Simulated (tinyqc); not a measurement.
On-chip power grid, static voltage drop by conjugate gradients: two steps of the calculation.

A grid of 4 rows and 4 columns, node k = 4 row + column. Neighbours in a row are joined by Rx, in a column by Ry; pad nodes, which reach the supply through Rp: 0, 15. Each node draws I0, node 14 draws kh I0. The drops u = Vdd - V solve G u = i, with G the conductance matrix (1/Rp added on the diagonal at pad nodes).

Values chosen for this exercise: resistance of a horizontal segment Rx = 0.19 ohm; resistance of a vertical segment Ry = 0.26 ohm; resistance from a pad node to the supply Rp = 0.58 ohm; load current of an ordinary node I0 = 3.8 mA; factor on the load at the hot node kh = 3.

Question 1. Diagonal of G, loads and first direction. G_kk = sum of the conductances at node k. Start u = 0, so the residual is r = i; p = r.

Give: G_kk; r at the start; p at the start.

Answer 1.

G_kk (S):
```
,col 0,col 1,col 2,col 3
row 0,10.83,14.37,14.37,9.109
row 1,12.96,18.22,18.22,12.96
row 2,12.96,18.22,18.22,12.96
row 3,9.109,14.37,14.37,10.83
```

r at the start (mA):
```
,col 0,col 1,col 2,col 3
row 0,3.800,3.800,3.800,3.800
row 1,3.800,3.800,3.800,3.800
row 2,3.800,3.800,3.800,3.800
row 3,3.800,3.800,11.40,3.800
```

p at the start (mA):
```
,col 0,col 1,col 2,col 3
row 0,3.800,3.800,3.800,3.800
row 1,3.800,3.800,3.800,3.800
row 2,3.800,3.800,3.800,3.800
row 3,3.800,3.800,11.40,3.800
```

Question 2. Conjugate-gradient step. q = G p; a = (r.r)/(p.q); u(new) = u + a p; r(new) = r - a q; b = (r.r)(new)/(r.r); p(new) = r(new) + b p.

u after iteration 1 (mV):
```
,col 0,col 1,col 2,col 3
row 0,1.4965993,1.4965993,1.4965993,1.4965993
row 1,1.4965993,1.4965993,1.4965993,1.4965993
row 2,1.4965993,1.4965993,1.4965993,1.4965993
row 3,1.4965993,1.4965993,4.4897979,1.4965993
```

r after iteration 1 (mA):
```
,col 0,col 1,col 2,col 3
row 0,1.219656,3.800000,3.800000,3.800000
row 1,3.800000,3.800000,3.800000,3.800000
row 2,3.800000,3.800000,15.312302,3.800000
row 3,3.800000,19.553677,-31.619656,16.973333
```

p after iteration 1 (mA):
```
,col 0,col 1,col 2,col 3
row 0,23.862608,26.442951,26.442951,26.442951
row 1,26.442951,26.442951,26.442951,26.442951
row 2,26.442951,26.442951,37.955254,26.442951
row 3,26.442951,42.196628,36.309198,39.616285
```

Wanted: q; a; u after iteration 2; r after iteration 2; b; p after iteration 2.

Answer 2.

q (mA S):
```
,col 0,col 1,col 2,col 3
row 0,17.64,13.58,0.00,0.00
row 1,9.92,0.00,-44.28,0.00
row 2,0.00,-121.18,171.79,-111.26
row 3,-82.91,174.49,-54.72,136.38
```

a = 0.23382 ohm

u after iteration 2 (mV):
```
,col 0,col 1,col 2,col 3
row 0,7.076,7.679,7.679,7.679
row 1,7.679,7.679,7.679,7.679
row 2,7.679,7.679,10.371,7.679
row 3,7.679,11.363,12.980,10.760
```

r after iteration 2 (mA):
```
,col 0,col 1,col 2,col 3
row 0,-2.904,0.625,3.800,3.800
row 1,1.479,3.800,14.153,3.800
row 2,3.800,32.135,-24.856,29.814
row 3,23.187,-21.246,-18.824,-14.914
```

b = 2.1252

p after iteration 2 (mA):
```
,col 0,col 1,col 2,col 3
row 0,47.809,56.821,59.997,59.997
row 1,57.676,59.997,70.350,59.997
row 2,59.997,88.331,55.807,86.011
row 3,79.384,68.431,58.340,69.279
```

tinyqc, about 0.1 s, one thread, Intel Xeon 2.30GHz (shared host): `OMP_NUM_THREADS=1 python tinyqc.py 2770117 2770118 out.jsonl`
